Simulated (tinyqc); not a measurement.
Vacuum evaporation: vapour pressure, source flux, thickness distribution, purity and step coverage: one step, computed by the program tinyqc. Command: `OMP_NUM_THREADS=1 python tinyqc.py 3113518 3113519 out.jsonl evap walk`. One thread of a shared host (Intel(R) Xeon(R) Processor @ 2.30GHz), about 0.01 s of CPU time with the checks.

Molecular flow, unit sticking of the metal, no re-evaporation. The background gas is taken as water vapour (18.015 g/mol, collision diameter 0.37 nm) at 300 K.

Question. Vapour pressure and flux. log10(p_v/Pa) = A - B/T; flux from the surface Phi = p_v/sqrt(2 pi m k_B T), m = M u. Mass loss = Phi x area x m; heat of evaporation = ln(10) R B; d ln Phi/dT = ln(10) B/T^2 - 1/(2 T).

Inputs (values chosen for the exercise, modelled on germanium, with constants for the liquid):
```
quantity                    value   unit
molar mass M                72.63  g/mol
vapour-pressure constant A  10.63      -
vapour-pressure constant B  17580      K
source temperature T         1750      K
source area                     6   cm^2
```

Constants: u = 1.6605390666e-27 kg; k_B = 1.380649e-23 J/K; R = 8.314462618 J/(mol K).

Give: vapour pressure p_v; flux Phi; mass loss; heat of evaporation; change of flux per kelvin.

Answer.

vapour pressure p_v = 3.8396 Pa

flux Phi = 2.8376e+18 1/(cm^2 s)

mass loss = 7.3922 g/h

heat of evaporation = 336.56 kJ/mol

change of flux per kelvin = 1.2932 %/K

Holding the rate to 1 % needs the temperature to about 0.77 K.
